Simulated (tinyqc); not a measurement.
Keating valence-force model of a tetrahedral crystal: one step, computed by the program tinyqc.

Atom A sits at 0 and atom B at a/4 (1,1,1) of an fcc lattice; the four bonds from A are t = a/4 (1,1,1), a/4 (1,-1,-1), a/4 (-1,1,-1), a/4 (-1,-1,1), of length d = sqrt(3) a/4. Energy: E = (3 alpha/(8 d^2)) sum over bonds (r.r - d^2)^2 + (3 beta/(8 d^2)) sum over pairs of bonds at one atom (r_i.r_j + d^2/3)^2, with beta_A for the six pairs at A and beta_B for the six at B. The cell holds two atoms, Omega = a^3/4. 1 N/m = 1 J/m^2. With constants fitted to the elastic moduli this model puts optical and zone-boundary frequencies of real crystals too high, by up to about 20 % in elemental crystals and up to about 50 % in compounds, and mostly by more for TA modes; in compounds the lattice part of the static dielectric constant then comes out too low.

Problem. LO-TO splitting. The long-range field adds 4 pi Z*^2 (e^2/(4 pi eps_0))/(eps_inf Omega mu) to lambda for the longitudinal mode at q -> 0; lambda = (nu/15.6333042 THz)^2; eps_0 = eps_inf (nu_LO/nu_TO)^2 (Lyddane-Sachs-Teller; here eps_0 is the static dielectric constant).

Inputs (values chosen for the exercise, modelled on gallium phosphide): lattice constant a = 5.451 angstrom; Born charge Z* = 2.09 e; eps_inf = 9.23.

Structure: zinc blende.

nu_TO at G = 12.79097 THz

reduced mass mu = 21.44432 u

Constants: nu for 1 eV/(angstrom^2 u) = 15.6333042 THz; e^2/(4 pi eps_0) = 14.39964548 eV angstrom.

Give: nu_LO at G; static dielectric constant.

Solution.

nu_LO at G = 13.701 THz

static dielectric constant = 10.590

The splitting is 7.1 % of nu_TO, and the lattice adds 1.36 to the dielectric constant.
